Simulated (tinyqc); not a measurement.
Resistance of a tapered via with liner, size effect and interface: one step of the calculation.

A round via whose diameter grows from db at the bottom as D(z) = db + 2 z/tan(ang). The fill, of diameter D - 2 tl, starts above the bottom liner (thickness fb tl) and has rho = rho0 (1 + ks lam/(D - 2 tl)); the sidewall liner conducts in parallel with it. The bottom liner and the interface are crossed over the full area pi db^2/4. Spreading in the lines above and below is left out.

Problem. Slices of the via. Slices between z0 = fb tl and hv, evaluated at their midpoints: conductance per length pi/4 [(D - 2 tl)^2/rho + (D^2 - (D - 2 tl)^2)/rl], slice resistance = slice height over that. 10 slices.

Values chosen for this exercise; fill metal close to molybdenum:
```
symbol,value,unit,meaning
db,55,nm,diameter at the bottom
hv,74,nm,height
ang,88,degrees,sidewall angle
rho0,5.28,uohm cm,bulk resistivity of the fill
lam,11.3,nm,mean free path of the fill
ks,1.1,,size-effect factor
tl,0.5,nm,liner on the sidewall
fb,1,,liner at the bottom over that on the sidewall
rl,170,uohm cm,resistivity of the liner
```

Give: z; D; rho; slice resistance.

Solution.

| slice | z (nm) | D (nm) | rho (uohm cm) | slice resistance (ohm) |
|---|---|---|---|---|
| 0 | 4.175 | 55.29 | 6.489 | 0.2057 |
| 1 | 11.53 | 55.80 | 6.478 | 0.2015 |
| 2 | 18.88 | 56.32 | 6.466 | 0.1975 |
| 3 | 26.23 | 56.83 | 6.456 | 0.1935 |
| 4 | 33.58 | 57.34 | 6.445 | 0.1897 |
| 5 | 40.92 | 57.86 | 6.434 | 0.1860 |
| 6 | 48.27 | 58.37 | 6.424 | 0.1824 |
| 7 | 55.62 | 58.88 | 6.414 | 0.1789 |
| 8 | 62.98 | 59.40 | 6.404 | 0.1755 |
| 9 | 70.33 | 59.91 | 6.394 | 0.1722 |

tinyqc, about 0.01 s, one thread, Intel Xeon 2.30GHz (shared host): `OMP_NUM_THREADS=1 python tinyqc.py 2750147 2750148 out.jsonl`
